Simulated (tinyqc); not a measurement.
# Modulation-doped quantum well, Poisson-Schroedinger loop: effect of the well width

A well of width L centred at z = 0 between barriers Vb; effective-mass electrons in two equivalent valleys, parabolic bands. The electrons come from donor sheets outside the mesh, a share fL of Ns on the left and the rest on the right, so the structure is neutral. Energies are counted from the band edge of the well, with U = 0 on the first node in the Hartree part.

Schroedinger equation -C d/dz (1/m) dpsi/dz + (V0 + U) psi = E psi, C = hbar^2/(2 m0), on a fine mesh (400 intervals across the well) with hard walls 3.45015 nm outside the well edges (to within half a fine step); the lowest 2 levels are kept. V0 = 0 in the well and Vb outside, plus q Fz z (1 kV/cm = 1e-4 eV/nm). N_k = D Vt ln(1 + exp((EF - E_k)/Vt)), D = 2 md m0 q/(pi hbar^2), sum N_k = Ns; n = sum N_k |psi_k|^2. dU/dz = q (fL Ns - integral of n from the left)/(eps0 eps_r). The loop is converged to 1e-9 eV; shares under 0.001 % are printed as 0.

Parameters, values chosen for the exercise; material values those of a made-up well:
- T = 77 K (temperature)
- mw = 0.908 m0 (mass along z in the well)
- mb = 1.05 m0 (mass along z in the barriers)
- md = 0.157 m0 (in-plane mass)
- Vb = 0.21 eV (barrier height)
- eps_r = 13.6 (relative permittivity (all layers))
- Ns = 5.4e11 cm^-2 (sheet density of electrons)
- fL = 0.7 (share of the donors on the left side)
- Fz = -38 kV/cm (applied field along z)

Constants: q = 1.602176634e-19 C, kB = 1.380649e-23 J/K, hbar = 1.054571817e-34 J s, m0 = 9.1093837015e-31 kg, Vt = kB T/q, eps0 = 8.8541878128e-14 F/cm where lengths are in cm, hbar^2/(2 m0) = 0.0380998212 eV nm^2. Results are converted to the units shown.

Effect of the well width:

| L (nm) | E2 - E1 (meV) | EF - E1 (meV) | share of E2 (%) | centroid (nm) | charge in the barriers (%) | range of U in the well (meV) |
|---|---|---|---|---|---|---|
| 2.8 | 81.9 | -1.00 | 0 | 0.0279 | 3.80 | 5.42 |
| 3.5 | 59.5 | -1.00 | 0.0178 | 0.0515 | 2.31 | 6.98 |
| 4.4 | 41.4 | -1.03 | 0.270 | 0.101 | 1.39 | 9.07 |
| 5.5 | 28.3 | -1.17 | 1.89 | 0.198 | 0.890 | 11.8 |
| 6.9 | 18.8 | -1.66 | 7.17 | 0.376 | 0.637 | 15.5 |
| 8.7 | 12.4 | -2.54 | 16.2 | 0.679 | 0.499 | 20.5 |
| 11 | 8.49 | -3.44 | 24.7 | 1.17 | 0.406 | 27.6 |
| 14 | 6.63 | -3.99 | 29.6 | 1.96 | 0.347 | 37.7 |

Read the table: what changes, and by how much?

As L goes from 2.8 to 14, E2 - E1 falls from 81.9 to 6.63 meV, EF - E1 falls from -1.00 to -3.99 meV and the share of E2 rises from 0 to 29.6 %. EF stays below E2 throughout. The spacing goes as L^(-1.56) over the table; an empty well with infinite walls would give -2. For L = 11, 14 E2 holds over 8 % and the third level, left out, lies near enough to EF to take a share too.

Numbers from tinyqc (`OMP_NUM_THREADS=1 python tinyqc.py 2140104 2140105 out.jsonl`; about 0.3 s on one thread of a shared Intel Xeon 2.30GHz).
